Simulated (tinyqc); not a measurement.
# Frequency dispersion of an accumulation capacitance by border traps, distributed model: effects of single changes

Traps spread evenly through the insulator exchange electrons with the semiconductor by tunnelling, with tau(x) = t0 exp(2 ka x) at depth x from the interface. The admittance per area Y seen at depth x obeys dY/dx = -Y^2/(i w eps0 eox) + q Nb ln(1 + i w tau)/tau, with Y(0) = i w Cs and w = 2 pi f; the gate sees Y(tox) = G + i w C. Working variable y = Y/(i w), in uF/cm^2. Cox = eps0 eox/tox.

Parameters, values chosen for the exercise; permittivity close to that of aluminium oxide:
- eox = 8.65 (relative permittivity of the insulator)
- tox = 9.5 nm (insulator thickness)
- Cs = 4.8 uF/cm^2 (semiconductor capacitance in accumulation)
- Nb = 1.7e19 cm^-3 eV^-1 (density of border traps)
- ka = 4.5 1/nm (decay constant of the wave function in the insulator)
- t0 = 7e-11 s (time constant of a trap at the interface)
- f = 1e6 Hz (frequency)

Constants: q = 1.602176634e-19 C, eps0 = 8.8541878128e-14 F/cm where lengths are in cm. Results are converted to the units shown.

Each table varies one quantity; the others keep the values above.

## Capacitance and loss against frequency

Cox; trap-free value 1/(1/Cox + 1/Cs); response depth d = ln(1/(w t0))/(2 ka), where w tau = 1; lumped estimate: all traps within d act as C_bt = q Nb d placed at d/2, so C = 1/{1/[1/(1/Cs + d/(2 eps0 eox)) + C_bt] + (tox - d/2)/(eps0 eox)}. C and G from a fine integration; dispersion -d C/d log10 f over C, from f times and over 1.1. For a broad spread of time constants G/w is close to -(pi/2) dC/d ln w.

The same in every row: trap-free C (uF/cm^2) = 0.6903.

Capacitance and loss against frequency:
```
f (Hz)  d (nm)  C (uF/cm^2)  G/w (uF/cm^2)  dispersion (% a decade)  -(pi/2) dC/d ln w (uF/cm^2)  lumped C (uF/cm^2)
10       2.138       0.7248       0.004704                   0.9507                     0.004701              0.7194
100      1.882       0.7183       0.004187                   0.8536                     0.004183              0.7140
1000     1.626       0.7126       0.003691                   0.7585                     0.003687              0.7091
10000    1.370       0.7075       0.003217                   0.6658                     0.003213              0.7048
1e5      1.115       0.7031       0.002767                   0.5761                     0.002763              0.7010
1e6     0.8588       0.6994       0.002342                   0.4901                     0.002338              0.6977
1e7     0.6030       0.6963       0.001944                   0.4085                     0.001940              0.6949
```

C falls from 0.7248 to 0.6963 uF/cm^2, towards the trap-free 0.6903; each decade of frequency removes ln 10/(2 ka) = 0.256 nm from the response depth. The dispersion falls from 0.951 to 0.409 % a decade and G/w falls from 0.00470 to 0.00194 uF/cm^2. G/w stays at 1.00 times -(pi/2) dC/d ln w, the relation for a broad spread of time constants.

## Effect of the insulator thickness

Same model as above.

The same in every row: d (nm) = 0.8588.

Results:
columns A: tox (nm); B: C (uF/cm^2); C: G/w (uF/cm^2); D: dispersion (% a decade); E: -(pi/2) dC/d ln w (uF/cm^2); F: lumped C (uF/cm^2); G: trap-free C (uF/cm^2)
```
A         B         C       D         E       F       G
2     2.219   0.02358   1.552   0.02350   2.202   2.130
2.8   1.802   0.01555   1.261   0.01550   1.790   1.742
3.9   1.431  0.009811   1.002  0.009785   1.424   1.394
7.5  0.8557  0.003506  0.5995  0.003499  0.8531  0.8420
10   0.6689  0.002142  0.4687  0.002139  0.6673  0.6605
14   0.4957  0.001177  0.3474  0.001175  0.4948  0.4911
20   0.3570  6.105e-4  0.2503  6.096e-4  0.3566  0.3546
```

Estimate the missing row, tox = 5.4 nm.

Computed row:
columns A: tox (nm); B: C (uF/cm^2); C: G/w (uF/cm^2); D: dispersion (% a decade); E: -(pi/2) dC/d ln w (uF/cm^2); F: lumped C (uF/cm^2); G: trap-free C (uF/cm^2)
```
A        B         C       D         E      F      G
5.4  1.118  0.005985  0.7830  0.005972  1.114  1.095
```

With this row back in the table: As tox goes from 2 to 20, C falls from 2.22 to 0.357 uF/cm^2, the dispersion falls from 1.55 to 0.250 % a decade and G/w falls from 0.0236 to 6.10e-4 uF/cm^2. The lumped estimate is 0.77 % below C in the first row and 0.13 % below it in the last.

Program tinyqc, `OMP_NUM_THREADS=1 python tinyqc.py 2202219 2202220 out.jsonl`; Intel Xeon 2.30GHz, shared host, one thread, about 0.6 s.
